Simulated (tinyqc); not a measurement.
# Worked calculation: random telegraph noise from one oxide trap in a small MOSFET

Computed by the program tinyqc: `OMP_NUM_THREADS=1 python tinyqc.py 2710017 2710018 out.jsonl`, one thread of a shared Intel Xeon 2.30GHz, about 0.01 s for the whole run. Printed values are rounded.

An acceptor-like trap exchanges electrons with the channel. Inversion charge Q = Cox u, u = n Vt W0(exp((Vg - VT)/(n Vt))), W0 the Lambert function, n = nf, Cox = eps0 eox/tox; linear regime Id = (W/L) mu Q Vd. Relative to threshold the surface potential rises by Vt ln(u/u0) and the oxide voltage by the rest of Vg - VT, with u0 = n Vt W0(1).

Parameters, values chosen for the exercise; values of the order met in silicon transistors:

| symbol | value | unit | meaning |
|---|---|---|---|
| T | 300 | K | temperature |
| eox | 24.7 |  | relative permittivity of the gate insulator (close to zirconium oxide) |
| tox | 11 | nm | insulator thickness |
| xt | 2.1 | nm | depth of the trap from the channel interface |
| E0 | 0.23 | eV | trap level above the channel Fermi level at threshold |
| s0 | 2e-16 | cm^2 | capture prefactor |
| EB | 0.16 | eV | capture barrier (lattice relaxation) |
| lt | 0.1 | nm | tunnelling decay length |
| vth | 1.9e7 | cm/s | thermal velocity |
| zi | 3 | nm | thickness of the inversion layer |
| VT | 0.31 | V | threshold voltage |
| nf | 1.37 |  | body factor |
| W | 21 | nm | gate width |
| L | 140 | nm | gate length |
| mu | 140 | cm^2/(V s) | mobility |
| asc | 9.5e-16 | V s | scattering coefficient of the charged trap |
| Vd | 0.1 | V | drain voltage |
| Vg | 1.12 | V | gate voltage |

Constants: q = 1.602176634e-19 C, kB = 1.380649e-23 J/K, Vt = kB T/q, eps0 = 8.8541878128e-14 F/cm where lengths are in cm. Results are converted to the units shown.

Range of the model: VT is taken as given; short-channel effects and the uneven flow of current among few electrons are left out.

## Trap level, time constants and occupancy

N = Cox u/q; dpsi = Vt ln(u/u0); E = E0 - dpsi - (xt/tox)(Vg - VT - dpsi); capture time tc = 1/[(N/zi) vth s0 exp(-xt/lt - EB/Vt)]; emission time te = tc exp(-E/Vt); occupancy te/(tc + te).

u = 0.704112 V
N = 8.73744e12 cm^-2
dpsi = 0.0919525 V
E = 9.65702e-4 eV
tc = 5.80790 s
te = 5.59495 s
occupancy = 0.490662

The trap lies 0.037 Vt above the Fermi level, so it is empty most of the time.

## Step height

A = W L; threshold step dV = q (1 - xt/tox)/(Cox A); gm/Id = 1/(u + n Vt); relative step dI/I = (gm/Id) dV + asc mu/A. Id as defined.

electrons in the channel N A = 256.881
dV = 2.21772 mV
gm/Id = 1.35221 1/V
number part of dI/I = 0.299883 %
dI/I = 0.752264 %
Id = 2.93977 uA
dI = 22.1149 nA

## Lorentzian spectrum

Spectrum S(f) = 4 dI^2/{(tc + te)[(1/tc + 1/te)^2 + (2 pi f)^2]}; corner fc = (1/tc + 1/te)/(2 pi); variance dI^2 tc te/(tc + te)^2. Give S at f = 0, at fc and at 10 fc.

fc = 0.0558493 Hz
S(0) = 1.39322e-15 A^2/Hz
S(fc) = 6.96609e-16 A^2/Hz
S(10 fc) = 1.37942e-17 A^2/Hz
rms current = 11.0555 nA

The rms value is 0.500 of the step; it reaches its largest share, 1/2, when tc = te.
